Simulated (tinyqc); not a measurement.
Raising U: Hubbard chain of 2 sites, mean field against exact. Computed by the program tinyqc. Collinear unrestricted mean field (the lowest of 40 random starts) against exact diagonalisation.

one-body matrix (hopping and site energies) (eV):
```
,1,2
1,0.0000,-1.3300
2,-1.3300,0.0000
```

electrons, up and down: 1  1

Exact and mean-field results (eV):
```
U,U/t,E exact,E mean field,mean |n_up - n_down|,"double occupancy, exact",first gap in the sector
0.6700,0.5038,-2.346012,-2.325000,0.0000,0.2188,2.3460
1.3300,1.0000,-2.076865,-1.995000,0.0000,0.1894,2.0769
2.6600,2.0000,-1.643970,-1.330000,0.0005,0.1382,1.6440
3.9900,3.0000,-1.330000,-0.886667,0.7454,0.1000,1.3300
5.3200,4.0000,-1.101808,-0.665000,0.8660,0.0732,1.1018
7.9800,6.0000,-0.805383,-0.443333,0.9428,0.0420,0.8054
10.6400,8.0000,-0.627941,-0.332500,0.9682,0.0264,0.6279
26.6000,20.0000,-0.263392,-0.133000,0.9950,0.0049,0.2634
```

Estimate the missing row, U = 15.96.

Computed row:
```
U            U/t    E exact  E mean field  mean |n_up - n_down|  double occupancy, exact  first gap in the sector
15.9600  12.0000  -0.431659     -0.221667                0.9860                   0.0128                   0.4317
```

In absolute terms mean field is worst at U/t = 3.0, 0.443 eV too high: at small U it is nearly exact, and at large U it misses only exchange-scale energies. For the symmetric dimer the instability lies at U = 2t. Its local moments set in at U/t = 3.0 of those listed, a broken symmetry that the exact state of a finite cluster with equal spins does not have. Relative to the exact energy its error is 0.9 % at the smallest U, 50 % at most and 50 % at the largest. The double occupancy falls from 0.219 to 0.005; at the largest U the first gap is 0.99 times the exchange scale 4t^2/U.
